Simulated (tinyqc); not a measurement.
Planar metal-insulator-metal capacitor: capacitance, non-linearity, leakage and relaxation: capacitance, non-linearity and leakage against thickness.

A film between two metal electrodes, each interface adding a series capacitance ci. The small-signal permittivity is ek (1 + aq E^2); the field is found with the linear permittivity. Leakage J = J0 sinh(E/Ef). After a voltage step the film passes a relaxation current kr C V tt^(-nr), tt being the time in seconds.

Planar film: Cf = eps0 ek/t, 1/C = 1/Cf + 2/ci, EOT = 3.9 eps0/C, effective permittivity C t/eps0, E = (V/t) C/Cf; quadratic coefficient [C(V)/C - 1]/V^2 with Cf (1 + aq E^2) in C(V).

Values chosen for this exercise; permittivity of the order of that of zirconium oxide: relative permittivity of the film ek = 36; capacitance of each electrode interface (dead layer and screening) ci = 1000 uF/cm^2; quadratic field coefficient of the permittivity aq = 0.0045 cm^2/MV^2; bias V = 1.8 V; leakage prefactor J0 = 1.6e-10 A/cm^2; field for an e-fold rise of the leakage Ef = 0.5 MV/cm.

Constants: eps0 = 8.8541878128e-14 F/cm where lengths are in cm. Results are converted to the units shown.

Result of one run:
```
t (nm)  C (uF/cm^2)  EOT (nm)  effective permittivity  E (MV/cm)  quadratic coefficient (ppm/V^2)  J (A/cm^2)
16            1.984     1.740                   35.86      1.121                             1737   7.438e-10
```

What becomes of these results when the film thickness t is changed from 16 to 31 nm, all else the same?

Result of the changed run:
```
t (nm)  C (uF/cm^2)  EOT (nm)  effective permittivity  E (MV/cm)  quadratic coefficient (ppm/V^2)  J (A/cm^2)
31            1.026     3.365                   35.93     0.5795                            465.4   2.298e-10
```

The whole series:
```
t (nm)  C (uF/cm^2)  EOT (nm)  effective permittivity  E (MV/cm)  quadratic coefficient (ppm/V^2)  J (A/cm^2)
4.5           6.984    0.4944                   35.50      3.944                          2.128e4    2.133e-7
6.2           5.089    0.6786                   35.63      2.874                          1.135e4    2.507e-8
8.6           3.679    0.9386                   35.74      2.078                             5950    5.100e-9
12            2.642     1.307                   35.81      1.492                             3076    1.578e-9
16            1.984     1.740                   35.86      1.121                             1737   7.438e-10
23            1.382     2.499                   35.90     0.7804                            843.6   3.642e-10
31            1.026     3.365                   35.93     0.5795                            465.4   2.298e-10
43           0.7402     4.665                   35.95     0.4180                            242.3   1.499e-10
60           0.5307     6.507                   35.96     0.2997                            124.6   1.017e-10
```

C falls from 6.98 to 0.531 uF/cm^2 while the effective permittivity goes from 35.5 to 36.0 (ek = 36). EOT is a straight line in t with slope 3.9/ek = 0.108 and intercept 0.00691 nm. The quadratic coefficient goes as t^(-1.96) between the first two rows and t^(-2.00) between the last two (-2 without interfaces), and J falls by 3.32 decades.

tinyqc, about 0.01 s, one thread, Intel Xeon 2.30GHz (shared host): `OMP_NUM_THREADS=1 python tinyqc.py 2102007 2102008 out.jsonl`
